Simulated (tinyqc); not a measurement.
Trading HF for NH4F at fixed fluoride: speciation in dilute and buffered hydrofluoric acid, oxide etch rate and bath loading. Computed by tinyqc, a small Python program. Command: `OMP_NUM_THREADS=1 python tinyqc.py 3120908 3120909 out.jsonl hfetch walk`. One thread of a shared host (Intel(R) Xeon(R) Processor @ 2.30GHz), about 0.01 s of CPU time with the checks.

Concentrations stand for activities, NH4+ and Cl- are spectators, and water ionisation is neglected. H, F and HF2 denote the ions H+, F- and HF2-. The base temperature is 298 K.

Inputs (values chosen for the exercise, of the order of those for thermal oxide at room temperature):

| quantity | value | unit |
|---|---|---|
| HF added | 0.26 | mol/L |
| NH4F added | 0.26 | mol/L |
| K1 = [H][F]/[HF] | 0.000747 | mol/L |
| K2 = [HF2]/([HF][F]) | 4.39 | L/mol |
| K3 = [H2F2]/[HF]^2 | 0 | L/mol |
| rate constant of neutral HF k_a | 13 | nm L/(min mol) |
| rate constant of HF2 k_b | 51 | nm L/(min mol) |

Method:
- Fluoride balance: [HF] + [F] + 2 [HF2] + 2 [H2F2] = HF added + NH4F added. Acid balance: [H] + [HF] + [HF2] + 2 [H2F2] = HF added + HCl added. For a trial [H], [HF] = [H][F]/K1, and the fluoride balance is a quadratic in [F].
- Rate = k_a ([HF] + 2 [H2F2]) + k_b [HF2], an empirical two-term form.
- Total fluoride is held at HF + NH4F added, without HCl; x is the share added as HF.

Against x:

| x | pH | [F] (mol/L) | [HF] (mol/L) | [HF2] (mol/L) | rate (nm/min) |
|---|---|---|---|---|---|
| 0.05 | 4.8801 | 0.47643 | 0.00841 | 0.01758 | 1.0059 |
| 0.15 | 4.2642 | 0.39272 | 0.02861 | 0.04933 | 2.8879 |
| 0.30 | 3.7257 | 0.27848 | 0.07011 | 0.08571 | 5.2824 |
| 0.40 | 3.4222 | 0.21224 | 0.10748 | 0.10014 | 6.5045 |
| 0.50 | 3.1308 | 0.15554 | 0.15406 | 0.10520 | 7.3679 |
| 0.60 | 2.8416 | 0.10896 | 0.21008 | 0.10048 | 7.8557 |
| 0.75 | 2.3922 | 0.05691 | 0.30880 | 0.07715 | 7.9488 |
| 0.90 | 1.8769 | 0.02322 | 0.41266 | 0.04206 | 7.5097 |
| 1.00 | 1.4876 | 0.01069 | 0.46561 | 0.02185 | 7.1673 |

[HF2] is largest at x = 0.5 and the rate at x = 0.75 among these rows; HF2 needs both HF and F. At its best the mixture etches 1.11 times as fast as HF alone.

Extremes, crossings and ranges named in words are read from the listed rows.
